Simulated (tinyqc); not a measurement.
Bulk transistor, scale length and short-channel effects: one step of the calculation.

A gate, an insulator of thickness ti and a depleted layer of depth ts on a conducting body. Below threshold the potential that source and drain add obeys Laplace's equation and vanishes on the gate and at the bottom of the depleted layer. Its lowest mode decays along the channel as exp(-k y); k is the smallest positive root of the matching condition at the interface, and the scale length is Lambda = pi/k.

Problem. Decay constant by Newton steps. f(k) = eps_r sin(k ti) cos(k ts) + ei cos(k ti) sin(k ts); f' by a central difference with +/- 1e-5 1/nm; k(new) = k - f/f'.

Inputs (values chosen for the exercise); permittivities: semiconductor close to that of germanium, insulator close to that of silicon dioxide: relative permittivity of the semiconductor eps_r = 16.3; relative permittivity of the insulator ei = 3.86; insulator thickness ti = 1.7 nm; depletion depth ts = 12 nm.

k after iteration 1 = 0.18404854 1/nm

Find: f; f'; k after iteration 2.

Solution.

f = -0.036697
f' = -91.932 nm
k after iteration 2 = 0.18365 1/nm

Computed by the program tinyqc: `OMP_NUM_THREADS=1 python tinyqc.py 2420009 2420010 out.jsonl`, one thread of a shared Intel Xeon 2.30GHz, about 0.01 s for the whole run.
